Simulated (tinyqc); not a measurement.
Hydrogen passivation of interface dangling bonds: competing passivation and dissociation with distributed barriers: one step, computed by the program tinyqc.

P_b + H2 gives P_bH + H at the rate k_f [H2]; P_bH gives P_b + H at the rate k_d. All defects start unpassivated. E_f and E_d are Gaussian and independent.

Question. Single barriers. [H2] = solubility factor x p; a = k_f0 [H2] exp(-E_f/(k_B T)), d = k_d0 exp(-E_d/(k_B T)). For one pair of barriers the active share is y = [d + a exp(-(a + d) t)]/(a + d). Temperatures in kelvin are T(C) + 273.15.

Inputs (values chosen for the exercise, close to those used for P_b centres at the silicon-oxide interface):

| quantity | value | unit |
|---|---|---|
| passivation prefactor k_f0 | 4.9e-08 | cm^3/s |
| mean passivation barrier E_f | 1.5 | eV |
| spread sigma_f | 0.053 | eV |
| dissociation prefactor k_d0 | 6.2e+12 | 1/s |
| mean dissociation barrier E_d | 2.65 | eV |
| spread sigma_d | 0.073 | eV |
| H2 in the oxide per atm, solubility factor | 6.5e+17 | 1/(cm^3 atm) |
| hydrogen pressure p | 0.1 | atm |
| anneal temperature T | 600 | C |
| anneal time t | 230 | s |

Constants: k_B = 8.617333262e-05 eV/K.

Give: passivation rate a; dissociation rate d; a t; steady active share d/(a + d); active share, single barriers.

Answer.

passivation rate a = 7.001 1/s

dissociation rate d = 0.003139 1/s

a t = 1610

steady active share d/(a + d) = 4.481e-04

active share, single barriers = 4.481e-04

Passivation has run its course, and the balance with dissociation sets the remainder. Caution: single-barrier shares below about 1e-3 are formal; measured passivation levels off well above them.
